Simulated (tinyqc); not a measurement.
Inside a calculation: valley splitting of a silicon quantum well in envelope theory. Values are carried at full precision from step to step, so a last printed digit may differ when a step is redone from the rounded ones.

Constants: hbar^2/2m0 = 3.80998211 eV angstrom^2; kB = 8.617333262e-05 eV/K.

Parameters, chosen for this exercise (near those of a strained Si well in SiGe; shifted at random, so the results belong to these values and not to a real crystal): k0 = 0.838 2 pi/a (valley position); a = 5.431 angstrom (lattice constant); ml = 0.906 m0 (mass along z); F = 13.3 mV/nm (field pressing towards the upper interface); w = 0.3 angstrom (interface width parameter); L = 106 angstrom (well width); V0 = 0.21 eV (conduction offset); C0 = 0.274 (Bloch overlap factor); Yb = 0.31 (Ge share of the barrier); Yw = 0.02 (Ge share of the well); ad = 100 angstrom (dot radius).

## Wave number and lengths

q = 2 k0 (2 pi/a), its wavelength, the field length (c/(ml e F))^(1/3) with c = hbar^2/2m0 and 1 mV/nm = 1e-4 eV/angstrom, and the damping factor y/sinh(y), y = pi q w, of a step smoothed as 1/(1 + exp(z/w)).

q = 1.9390 1/angstrom
wavelength = 3.240 angstrom
field length = 14.7 angstrom
damping factor = 0.603

## The envelope

The well lies at 0 < z < L; U(z) = V0 [1/(1 + exp(z/w)) + 1/(1 + exp((L - z)/w))] - e F z, 1 mV/nm = 1e-4 eV/angstrom. The envelope psi solves -(c/ml) psi'' + U psi = E psi, c = hbar^2/2m0, by three-point differences on a grid of 0.1 angstrom from -40 to L + 40 angstrom. The two valleys at +/- k0 couple through D = C0 times the integral of exp(-i q z) U(z) psi^2, q = 2 k0 (2 pi/a), and split by Ev = 2|D|.

Two lowest levels, mean position, and psi^2 at both interfaces.

levels (meV): -101.46  -67.53

<z> = 87.9 angstrom
psi^2 at z = 0 and L (1/angstrom): 3.43e-10  0.00624

The field makes psi^2 at the upper interface 1.82e+07 times that at the lower one. The orbital spacing is 33.9 meV.

## Contributions to the coupling

Split D into the lower barrier, the upper barrier and the field term.

Parts of D (micro-eV):

| part | real | imaginary | size |
|---|---|---|---|
| lower barrier | 0.000 | 0.000 | 0.000 |
| upper barrier | 90.821 | 65.825 | 112.167 |
| field term | 1.446 | 1.517 | 2.095 |

## Valley splitting and phase

The inter-valley coupling D is the sum of the complex parts; Ev = 2|D|, the valley phase is arg D, and kB T equals Ev at T = Ev/kB.

Ev = 228 micro-eV
phase = 0.63 rad
T = 2.7 K

The upper barrier gives the largest part.

## Alloy disorder

Random alloy: with Y(z) = Yw + (Yb - Yw) B(z), B the bracket in U, and in-plane density exp(-r^2/ad^2)/(pi ad^2), D gains a random complex part of variance sigma^2 = (C0^2/pi)(a^2 V0/(8 ad (Yb - Yw)))^2 (4/a) times the integral of psi^4 Y (1 - Y). Alone it gives a mean splitting sqrt(pi) sigma; together with the smooth part the rms splitting is 2 sqrt(|D|^2 + sigma^2).

Give the integral, sigma, the mean splitting from disorder alone and the rms total.

integral = 0.000562 1/angstrom
sigma = 84.0 micro-eV
sqrt(pi) sigma = 148.9 micro-eV
rms splitting = 283.6 micro-eV

|D|/sigma = 1.36: the two parts are comparable.

## Checks

- Lowest level for sharp walls and no field against the square well, meV: both 3.1.
- Size of one barrier part in that case against C0 V0 psi(0)^2/sqrt(q^2 + 4 kappa^2), micro-eV: both 7.5.

Program tinyqc; command `OMP_NUM_THREADS=1 python tinyqc.py 1252159 1252160 out.jsonl`; about 0.08 s on one thread of a shared Intel(R) Xeon(R) Processor @ 2.30GHz.
